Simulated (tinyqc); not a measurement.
Stoner model of a band ferromagnet: sweeps and comparisons. A value that a table varies takes the place of the one given here.

Density of states per atom and spin: semi-elliptic, D(e) = (8 M/(pi W^2)) sqrt(W^2/4 - e^2). Levels e -/+ I m/2 for up and down spin, m = n_up - n_down, n_up + n_down = nd. At zero temperature e(N) is the energy below which N states lie, and E(m) = sum over spins of integral e D de - I m^2/4.

Constants: kB = 8.617333262e-05 eV/K.

Parameters, chosen for this exercise: W = 5.9 eV (band width, e from -W/2 to W/2); M = 5 (states per atom and spin); nd = 7.1 (electrons per atom); I = 1.3 eV (Stoner parameter).

## Moment against temperature

Fermi-Dirac occupations on 600 equal energy intervals; m is iterated from saturation until it changes by less than 1e-7 or for 400 rounds; the paramagnet is unstable while I times the mean of D weighted by -df/de exceeds 1.

Results:
```
T/Tc  T (K)  m (muB)  I D(T) of the paramagnet
0.10   1078    2.900                     1.318
0.30   3235    2.851                     1.291
0.50   5392    2.668                     1.230
0.65   7009    2.400                     1.167
0.80   8627    1.944                     1.096
0.90   9705    1.437                     1.048
0.95  10245    1.038                     1.024
1.10  11862    0.000                     0.954
```

Tc (from I D(T) = 1) = 1.08e+04 K

kB Tc = 0.929 eV, 0.25 of the exchange splitting at zero temperature. m keeps 0.92 of its first value at half Tc and 0.50 at 0.9 Tc. The model knows only Stoner excitations; spin waves and local moments bring the ordering temperature below the Stoner value.

## Moment against the Stoner parameter

Lowest state for each I.

Results:
```
I (eV)  I D(EF)  m (muB)  E - E(0) (meV)
0.59      0.600    0.000             0.0
0.79      0.803    0.000             0.0
0.89      0.904    0.000             0.0
0.99      1.006    0.858            -0.5
1.09      1.108    2.750          -123.1
1.23      1.250    2.900          -413.3
1.48      1.504    2.900          -938.9
1.78      1.809    2.900         -1569.7
```

A moment first appears at I = 0.99 eV of those listed, where I D(EF) = 1.006. It is saturated at 2.900 from I = 1.23 eV on.

## Moment against band filling

Rigid band, I fixed: a Slater-Pauling curve.

Results:
```
nd   I D(EF)  m (muB)  m_max
3.0    1.329    3.000    3.0
4.0    1.385    4.000    4.0
5.0    1.403    5.000    5.0
6.0    1.385    4.000    4.0
6.5    1.362    3.500    3.5
7.0    1.329    3.000    3.0
7.5    1.283    2.500    2.5
8.0    1.221    2.000    2.0
8.5    1.138    1.475    1.5
9.0    1.019    0.505    1.0
9.5    0.831    0.000    0.5
```

Magnetic fillings among those listed: 3.0, 4.0, 5.0, 6.0, 6.5, 7.0, 7.5, 8.0, 8.5 and 9.0; the largest moment is 5.00 at nd = 5. At 3.0, 4.0, 5.0, 6.0, 6.5, 7.0, 7.5 and 8.0 the moment is saturated and follows m_max, changing by one per electron.

## What moves the moment

Lowest state for each case. Each row changes one parameter from the base and keeps the others.

Results:
```
case          I D(EF)  m (muB)  E - E(0) (meV)
base            1.321    2.900          -560.5
W = 5.428 eV    1.436    2.900          -734.3
I = 1.404 eV    1.427    2.900          -779.1
nd = 6.8        1.344    3.200          -725.8
```

The largest shifts from the base row, up to three for each result and ties (the steps differ in size, so this ranks the rows, not the parameters). I D(EF): W +0.115, I +0.106, nd +0.023. m (muB): nd +0.300; unchanged at the printed digits by W and I. E - E(0) (meV): I -218.7, W -173.8, nd -165.4.

Computed by tinyqc, a small Python program: `OMP_NUM_THREADS=1 python tinyqc.py 1681439 1681440 out.jsonl` (the numbers bound the seed that draws the inputs); one thread of a shared host (Intel(R) Xeon(R) Processor @ 2.30GHz), about 0.3 s for the whole set of steps.
